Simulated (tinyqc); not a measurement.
Front-illuminated p-i-n photodiode, quantum efficiency and bandwidth: one step of the calculation.

Light enters through a p layer (0 to xp), a depleted layer (xp to xp + wi) and a thick n substrate, decaying as exp(-al x); one pass, no back reflection. Carriers made in the depleted layer are all collected; those in the neutral layers diffuse.

Task. Quantum efficiency. k = al Ln, s = S Ln/Dn, e = exp(-al xp); front layer f1 = (k/(k^2 - 1)) {[s + k - e (s cosh(xp/Ln) + sinh(xp/Ln))]/[s sinh(xp/Ln) + cosh(xp/Ln)] - k e}; depleted layer f2 = e (1 - exp(-al wi)); substrate f3 = e exp(-al wi) al Lp/(1 + al Lp); external efficiency (1 - Rf)(f1 + f2 + f3); responsivity = efficiency q lam/(h c).

Inputs (values chosen for the exercise); values close to those of 4H silicon carbide at this wavelength:
```
symbol  value    unit                                         meaning
lam       280      nm                                      wavelength
al      15600    1/cm                          absorption coefficient
Rf       0.02                           reflectance of the front face
xp       0.17      um                  thickness of the front p layer
wi        0.8      um                 thickness of the depleted layer
Dn        2.7  cm^2/s   electron diffusion coefficient in the p layer
Ln         11      um        electron diffusion length in the p layer
S       70000    cm/s     recombination velocity of the front surface
Lp       0.95      um  hole diffusion length in the thick n substrate
```

Constants: q = 1.602176634e-19 C, h = 6.62607015e-34 J s, c = 299792458 m/s. Results are converted to the units shown.

Find: s; f1; f2; f3; external efficiency; responsivity.

Result.

s = 28.519
f1 = 0.19573
f2 = 0.54685
f3 = 0.13148
external efficiency = 0.85658
responsivity = 0.19345 A/W

The front layer absorbs 23.3 % of the light that enters and collects 84.0 % of that. Diffusion from the neutral layers makes up 37.4 % of the current.

Program tinyqc, `OMP_NUM_THREADS=1 python tinyqc.py 2250042 2250043 out.jsonl`; Intel Xeon 2.30GHz, shared host, one thread, about 0.01 s.
